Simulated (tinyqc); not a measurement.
From results back to parameters: two-dimensional electron gas with Rashba and Dresselhaus coupling. Three cases, with inputs chosen for the exercise.

Problem. For pure Rashba coupling above the band crossing, k_outer - k_inner = al m/c with c = hbar^2/2m0, and each branch holds k^2/(4 pi) electrons per area. Beating of Shubnikov-de Haas oscillations gives the two densities; those below come from a hidden al (1e11/cm^2 = 1e-5/angstrom^2).

Constants: hbar^2/2m0 = 3.80998211 eV angstrom^2.

Case 1.

Values chosen (out of a larger set: of the size met in GaN; not measured data): m = 0.2293 m0 (mass).

densities (1e11/cm^2): outer 3.065089, inner 2.934911

Case 2.

Values chosen (out of a larger set: of the size met in GaAs; not measured data): m = 0.0691 m0 (mass).

densities (1e11/cm^2): outer 3.358779, inner 3.241221

Case 3.

Values chosen (out of a larger set: of the size met in InGaAs; not measured data): m = 0.0409 m0 (mass).

densities (1e11/cm^2): outer 1.275021, inner 0.724979

Find: k_outer, k_inner; al.

Solution. k = sqrt(4 pi n) for each branch, and al = c (k_outer - k_inner)/m.

Case 1.

k_outer, k_inner (1/angstrom): 0.01963  0.01920

al = 0.00700 eV angstrom

Case 2.

k_outer, k_inner (1/angstrom): 0.02054  0.02018

al = 0.0200 eV angstrom

Case 3.

k_outer, k_inner (1/angstrom): 0.01266  0.00954

al = 0.290 eV angstrom

Computed by tinyqc, one run a case: `OMP_NUM_THREADS=1 python tinyqc.py N N+1 out.jsonl` with N = 1450030, 1450109, 1450133; one thread of a shared Intel(R) Xeon(R) Processor @ 2.30GHz, about 0.01 s a run at most.
